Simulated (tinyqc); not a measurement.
## Carrier lifetime of an n-type layer with SRH, radiative, Auger and surface recombination: lifetime against injection

Uniform excess density dn = dp (no trapping), n = n0 + dn, p = p0 + dn, Boltzmann statistics, full ionisation. Surfaces enter as a rate 2 S dn/d, which holds while diffusion to them is fast.

ni = sqrt(Nc Nv) exp(-Eg/(2 Vt)), Eg in volts; majority density N/2 + sqrt(N^2/4 + ni^2), n0 p0 = ni^2; n1 = Nc exp(-Et/Vt), p1 = Nv exp((Et - Eg)/Vt); tn0 = 1/(sn vth Nt), tp0 = 1/(sp vth Nt). With e = n p - ni^2 = dn (n0 + p0 + dn): U_SRH = e/(tp0 (n + n1) + tn0 (p + p1)), U_rad = B e, U_Aug = (Cn n + Cp p) e, U_s = 2 S dn/d. Each tau is dn over its rate; tau = dn/U with U the sum.

Parameters, values chosen for the exercise; band and dielectric values close to those of indium phosphide: temperature T = 400 K; band gap Eg = 1.34 eV; conduction-band density of states at T Nc = 8.74e17 cm^-3; valence-band density of states at T Nv = 1.68e19 cm^-3; radiative coefficient B = 1.2e-10 cm^3/s; donor density N = 4.6e16 cm^-3; Auger coefficient (two electrons) Cn = 3.6e-30 cm^6/s; Auger coefficient (two holes) Cp = 3.1e-30 cm^6/s; trap density Nt = 4.9e12 cm^-3; capture cross-section for electrons sn = 5e-15 cm^2; capture cross-section for holes sp = 8e-15 cm^2; thermal velocity (both carriers) vth = 1.6e7 cm/s; trap level below the conduction band Et = 0.74 eV; surface recombination velocity (both faces) S = 0 cm/s; sample thickness d = 5 um.

Constants: q = 1.602176634e-19 C, kB = 1.380649e-23 J/K, Vt = kB T/q. Results are converted to the units shown.

Results:
```
dn (cm^-3),tau_SRH (s),tau_rad (s),tau_Aug (s),tau (s),radiative share (%),largest path
1e11,1.594e-6,1.812e-7,1.313e-4,1.625e-7,89.69,radiative
1e12,1.594e-6,1.812e-7,1.313e-4,1.625e-7,89.69,radiative
1e13,1.595e-6,1.811e-7,1.312e-4,1.624e-7,89.69,radiative
1e14,1.600e-6,1.808e-7,1.305e-4,1.622e-7,89.74,radiative
1e15,1.649e-6,1.773e-7,1.235e-4,1.599e-7,90.17,radiative
1e17,3.342e-6,5.708e-8,8.197e-6,5.574e-8,97.65,radiative
1e18,4.033e-6,7.967e-9,1.392e-7,7.522e-9,94.41,radiative
1e19,4.134e-6,8.295e-10,1.482e-9,5.318e-10,64.11,radiative
```

Estimate the missing row, dn = 1e16 cm^-3.

Computed row:
```
dn (cm^-3),tau_SRH (s),tau_rad (s),tau_Aug (s),tau (s),radiative share (%),largest path
1e16,2.050e-6,1.488e-7,7.677e-5,1.385e-7,93.06,radiative
```

With this row back in the table: Radiative recombination leads at dn = 1e11 and in all other rows. The total lifetime falls from 1.62e-7 to 5.32e-10 s. tau_SRH goes from 1.59e-6 s (low-injection limit 1.59e-6 s) to 4.13e-6 s (high-injection limit tn0 + tp0 = 4.15e-6 s). Between the last two rows tau_rad goes as dn^(-0.98) and tau_Aug as dn^(-1.97); the radiative share goes from 89.7 through a maximum of 97.7 (at dn = 1e17 among the rows listed) to 64.1 %. For dn = 1e18, 1e19 the carriers are degenerate, where B and the Auger coefficients no longer stay constant.

Computed by the program tinyqc: `OMP_NUM_THREADS=1 python tinyqc.py 2300063 2300064 out.jsonl`, one thread of a shared Intel Xeon 2.30GHz, about 0.01 s for the whole run.
